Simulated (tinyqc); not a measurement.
From results back to parameters: Shockley-Read-Hall recombination through one deep level. Four cases, with inputs chosen for the exercise.

Problem. Deep-level transient spectroscopy: the emission rate is en = gam sigma T^2 exp(-dE/kB T), dE = Ec - Et. Two rates were computed from hidden dE and sigma.

Constants: kB = 8.617333262e-05 eV/K.

Case 1.

Values chosen (out of a larger set: gap and densities of states near those of Si at this temperature; not measured data): gam = 6.2e+21 1/(cm^2 s K^2) (vth Nc/T^2, which does not depend on T); T1 = 322 K; T2 = 366 K.

en(T1) = 581.334 1/s
en(T2) = 13453.1 1/s

Case 2.

Values chosen (out of a larger set: gap and densities of states near those of Ge at this temperature; not measured data): gam = 1.7e+21 1/(cm^2 s K^2) (vth Nc/T^2, which does not depend on T); T1 = 106 K; T2 = 118 K.

en(T1) = 0.351091 1/s
en(T2) = 5.03839 1/s

Case 3.

Values chosen (out of a larger set: gap and densities of states near those of Si at this temperature; not measured data): gam = 4.5e+21 1/(cm^2 s K^2) (vth Nc/T^2, which does not depend on T); T1 = 217 K; T2 = 252 K.

en(T1) = 4.42988 1/s
en(T2) = 167.725 1/s

Case 4.

Values chosen (out of a larger set: gap and densities of states near those of Si at this temperature; not measured data): gam = 3.9e+21 1/(cm^2 s K^2) (vth Nc/T^2, which does not depend on T); T1 = 236 K; T2 = 278 K.

en(T1) = 117.595 1/s
en(T2) = 6170.38 1/s

Find: ln(en/T^2) at T1 and T2; dE; sigma.

Solution. ln(en/T^2) against 1/T is a line of slope -dE/kB and intercept ln(gam sigma); plotting ln en alone would overstate dE by about 2 kB T.

Case 1.

ln(en/T^2) at T1 and T2: -5.1838  -2.2983

dE = 0.666 eV
sigma = 2.4e-14 cm^2

Case 2.

ln(en/T^2) at T1 and T2: -10.3736  -7.9243

dE = 0.220 eV
sigma = 5.3e-16 cm^2

Case 3.

ln(en/T^2) at T1 and T2: -9.2714  -5.9365

dE = 0.449 eV
sigma = 5.6e-16 cm^2

Case 4.

ln(en/T^2) at T1 and T2: -6.1604  -2.5277

dE = 0.489 eV
sigma = 1.5e-14 cm^2

Computed by tinyqc, one run a case: `OMP_NUM_THREADS=1 python tinyqc.py N N+1 out.jsonl` with N = 1650775, 1650785, 1650792, 1650803; one thread of a shared Intel(R) Xeon(R) Processor @ 2.30GHz, about 0.01 s a run at most.
